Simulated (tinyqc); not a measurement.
# Worked calculation: bandgap voltage reference from two bipolar transistors

Program tinyqc, `OMP_NUM_THREADS=1 python tinyqc.py 2062036 2062037 out.jsonl`; Intel Xeon 2.30GHz, shared host, one thread, about 0.02 s. Printed values are rounded.

Two transistors of area 1 and N carry the same current I. Is(T) = Is (T/T0)^eta exp[(Vg0 q/kB)(1/T0 - 1/T)], VBE1 = Vt ln(I/Is(T)) + I rb, VBE2 = Vt ln(I/(N Is(T))) + I rb/N. The amplifier forces I R1(T) = VBE1 - VBE2 + Vos, with R(T) = R (1 + tc (T - T0)) for both resistors, and the output is Vref = VBE1 + I R2(T). Base currents and the Early effect are neglected.

Parameters, values chosen for the exercise; values of the order met in silicon bipolar transistors:

| symbol | value | unit | meaning |
|---|---|---|---|
| T0 | 300 | K | reference temperature |
| Vg0 | 1.183 | V | band-gap voltage extrapolated to 0 K |
| eta | 4.2 |  | temperature exponent of the saturation current |
| Is | 1.7e-16 | A | saturation current of the unit transistor at T0 |
| N | 24 |  | area ratio of the second transistor |
| R1 | 21 | kohm | resistor across which the difference of VBE falls, at T0 |
| tc | 0 | ppm/K | temperature coefficient of both resistors |
| Vos | 0 | mV | offset of the amplifier |
| rb | 0 | ohm | series resistance of the unit transistor |
| R2 | 163.4 | kohm | output resistor at T0 |
| T | 333 | K | temperature |

Constants: q = 1.602176634e-19 C, kB = 1.380649e-23 J/K. Results are converted to the units shown.

## Operating point at the reference temperature

Vt = kB T/q; I = (Vt ln N + Vos)/(R1(T) - rb (1 - 1/N)). Evaluate at T = T0.

Vt = 0.0258520 V
I = 3.91234 uA
Is(T) = 1.7e-16 A
VBE1 = 0.616812 V
I R2 = 0.639276 V
Vref = 1.25609 V

## Operating point at another temperature

Vt = kB T/q; I = (Vt ln N + Vos)/(R1(T) - rb (1 - 1/N)).

Vt = 0.0286957 V
I = 4.34269 uA
Is(T) = 2.45614e-14 A
VBE1 = 0.544948 V
I R2 = 0.709596 V
Vref = 1.25454 V

From T0 to T, VBE1 changes by -71.9 mV and I R2 by 70.3 mV, which leaves -1.54 mV in Vref.

## Resistor for zero slope at T0, ideal case

With tc = 0, Vos = 0 and rb = 0 the current is proportional to T, dVBE/dT = (VBE - Vg0 - (eta - 1) Vt)/T, and Vref has zero slope at T0 when Vref = Vg0 + (eta - 1) Vt0. Find VBE1, its slope, that Vref, R2/R1 and the curvature d2Vref/dT2 = -(eta - 1) kB/(q T0).

VBE1 = 0.616812 V
dVBE/dT = -2.16305 mV/K
Vref = 1.26573 V
R2/R1 = 7.89827
curvature = -0.919182 uV/K^2
